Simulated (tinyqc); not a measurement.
What each parameter does: Gamma, L and X subbands of a thin body with non-parabolic valleys.

Hard walls, flat band, c = hbar^2/2m0, energies from the bulk Gamma edge. For a valley at angle theta to the normal 1/m_z = cos^2/ml + sin^2/mt and m_d = sqrt(ml mt^2/m_z). Subband n starts at E_v + e with e (1 + a e) = c (n pi/t)^2/m_z, and its density-of-states mass is taken as m_d (1 + 2 a e), without further growth at higher in-plane energy. Groups are named by valley and degeneracy.

n_i = g m/(2 pi c) kB T ln(1 + exp((EF - E_i)/kB T)), sum n_i = Ns (1e12/cm^2 = 1e-4/angstrom^2), c = hbar^2/2m0. Quantum capacitance Cq = 1602.176634 sum g m/(2 pi c) f_i in microfarad/cm^2 with f_i = 1/(1 + exp((E_i - EF)/kB T)); Cox = 34.5313/eot (one gate); C/Cox = Cq/(Cq + Cox), the centroid term left out.

Constants: hbar^2/2m0 = 3.80998211 eV angstrom^2; kB = 8.617333262e-05 eV/K.

Parameters, chosen for this exercise (near those of a thin InAs channel; shifted at random, so the results belong to these values and not to a real crystal): face = 111 (surface); mG = 0.0264 m0 (Gamma mass); aG = 2.26 1/eV (Gamma non-parabolicity); EL = 0.722 eV (L edge above Gamma); mL = (0.66, 0.05) m0 (L valleys (four, along <111>): ml, mt); EX = 1.026 eV (X edge above Gamma); mX = (1.149, 0.156) m0 (X valleys (three, along <100>): ml, mt); aS = 0.64 1/eV (non-parabolicity of L and X); Ns = 4.5 x 1e12/cm^2 (sheet density); T = 300 K (temperature); eot = 6 angstrom (equivalent oxide thickness); t = 82 angstrom (body thickness).

n = 1 to 8 of all groups.

One parameter was then changed.

Results before and after:

| case | lowest edge (eV) | EF (eV) | Gamma share (%) | C/Cox |
|---|---|---|---|---|
| base | 0.156 | 0.388 | 100.0 | 0.402 |
| changed | 0.156 | 0.390 | 100.0 | 0.393 |

Which of these changes was made? (a) Ns = 6.75 x 1e12/cm^2; (b) t = 76 angstrom; (c) eot = 4 angstrom; (d) T = 250 K; (e) mG = 0.0304 m0; (f) aG = 1.58 1/eV; (g) EL = 0.772 eV.

Answer: (d) T = 250 K. Of the candidates, run in turn, only this one gives the changed row.

All candidates:

| case | lowest edge (eV) | EF (eV) | Gamma share (%) | C/Cox |
|---|---|---|---|---|
| base | 0.156 | 0.388 | 100.0 | 0.402 |
| t = 76 angstrom | 0.176 | 0.401 | 100.0 | 0.376 |
| mG = 0.0304 m0 | 0.140 | 0.349 | 100.0 | 0.425 |
| aG = 1.58 1/eV | 0.168 | 0.429 | 100.0 | 0.359 |
| EL = 0.772 eV | 0.156 | 0.388 | 100.0 | 0.402 |
| Ns = 6.75 x 1e12/cm^2 | 0.156 | 0.456 | 100.0 | 0.543 |
| eot = 4 angstrom | 0.156 | 0.388 | 100.0 | 0.309 |
| T = 250 K | 0.156 | 0.390 | 100.0 | 0.393 |

Computed by tinyqc, a small Python program: `OMP_NUM_THREADS=1 python tinyqc.py 1251598 1251599 out.jsonl` (the numbers bound the seed that draws the inputs); one thread of a shared host (Intel(R) Xeon(R) Processor @ 2.30GHz), about 0.03 s for the whole set of steps.
